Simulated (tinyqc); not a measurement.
Worked calculation: self-heating of a transistor with one or more fingers, with temperature-dependent conductivity. Computed by tinyqc, a small Python program that keeps every step. Command: `OMP_NUM_THREADS=1 python tinyqc.py 3020792 3020793 out.jsonl selfheat walk`. One thread of a shared host (Intel(R) Xeon(R) Processor @ 2.30GHz), about 0.08 s of CPU time with the checks. Intermediate numbers are printed to about 5 digits and carried at full precision; extremes and crossings named in words are read from the listed rows.

N long parallel fingers lie on the top face of a slab whose bottom is held at T_0; the top is otherwise insulated, and heat flows in two dimensions. P in W/mm is 1000 P in W/m.

Inputs (values chosen for the exercise, modelled on germanium):
```
quantity                                      value           unit
conductivity at the base temperature kappa_0   60.8        W/(m K)
exponent m in kappa ~ T^-m                     1.16              -
base temperature T_0                            300              K
power per gate width P                         0.73           W/mm
fingers N                                         5              -
finger pitch s                                   17     micrometre
width of the heat source w                     0.88     micrometre
substrate thickness t                           370     micrometre
phonon free path Lambda                         110             nm
heat capacity C                                1.64  1e6 J/(m^3 K)
pulse length                                     53    microsecond
```

Power: fixed power.

## Geometry factors

A line source of power P on the top face raises the top at distance x by (P/(pi kappa_0)) g(x), g(x) = -ln tanh(pi x/(4 t)) (the image sum for the slab). On a strip of width w the centre sees the mean of g over the strip, g_0 = 1 + ln(8 t/(pi w)) for w much below t.

own factor g_0 = 7.9760

g(j s), j = 1..7: 3.3223  2.6304  2.2271  1.9425  1.7232  1.5456  1.3969

## Linear temperature rise of each finger

theta_i = (P/(pi kappa_0)) [g_0 + sum over j != i of g(|i - j| s)], with equal powers and constant conductivity; thermal resistance = largest theta/P.

theta of each finger (K): 69.169  74.442  75.983  74.442  69.169

largest theta = 75.983 K

thermal resistance = 104.09 K mm/W

The neighbours supply 60 % of the rise of the hottest finger, which runs 6.8 K above the outer ones.

## Correction for the falling conductivity

Kirchhoff transformation for kappa = kappa_0 (T/T_0)^-m: T = T_0 [1 - (m - 1) theta/T_0]^(-1/(m - 1)), where theta is the linear rise. The bracket vanishes at the power P T_0/((m - 1) theta).

peak temperature = 388.52 K

true rise = 88.516 K

true rise / linear rise = 1.1649

power at which the formula diverges = 18.014 W/mm

The falling conductivity adds 16.5 % to the rise.

## Extra rise from ballistic phonons

Near a source smaller than the free path, Fourier's law overstates the flow. Rough estimate: a strip that emits phonons into a half space adds a resistance times area of 4 Lambda/(3 kappa_0), from the ballistic flux C v Delta T/4 with kappa_0 = C v Lambda/3, so Delta T_b = 4 Lambda P/(3 kappa_0 w); Knudsen number Lambda/w.

Knudsen number = 0.125

ballistic rise Delta T_b = 2.0011 K

Delta T_b / largest theta = 0.026336

By this estimate the ballistic term is at most a fifth of the Fourier rise.

## Rise at the end of a pulse

After switching on, theta(tau) = (P D/kappa_0) int_0^tau X(u) Z(u) du at the hottest finger, D = kappa_0/C; X = sum over fingers at distance x of [erf((x + w/2)/r) - erf((x - w/2)/r)]/(2 w), Z = sum_(j=-200..200) (-1)^j exp(-(2 j t/r)^2)/sqrt(pi D u), r = 2 sqrt(D u); trapezoid rule on 300 points evenly spaced in ln u from u_0 = 1e-3 min(tau, w^2/D) to tau, plus the exact piece 2 sqrt(u_0/(pi D))/w below u_0. Conductivity and power are held at their base values here, and Fourier's law is used even where the diffusion length is near a phonon free path.

diffusivity D = 37.073 micrometre^2/microsecond

diffusion length sqrt(D tau) = 44.327 micrometre

linear rise after the pulse = 39.216 K

share of the steady rise = 0.5161

## Rise against time

The formulas are those given above.

Heating curve:
```
time (microsecond)  sqrt(D time) (micrometre)  rise (K)  share of the steady rise
0.0037                                0.37037    4.9229                   0.06479
0.037                                  1.1712    9.1318                    0.1202
0.37                                   3.7037    13.515                    0.1779
3.7                                    11.712    20.093                    0.2644
37                                     37.037    36.064                    0.4746
180                                    81.689    50.422                    0.6636
740                                    165.63    63.752                     0.839
2200                                   285.59    72.684                    0.9566
5500                                   451.56    75.727                    0.9966
```

Half the steady rise is reached between 37 and 180 microseconds, and the last row holds 99.7 % of it; the slowest time constant is 4 t^2/(pi^2 D) = 1500 microseconds. While the diffusion length lies between w and the pitch or thickness, the rise grows as the logarithm of time; once it nears the pitch of 17 micrometre the neighbours add their heat.

Checks made by the program: g(s) against the alternating image sum (relative difference 4e-07); Kirchhoff integral of kappa/kappa_0 from T_0 to T (relative difference below 1e-10); long-time limit against the steady rise (relative difference 3e-06).
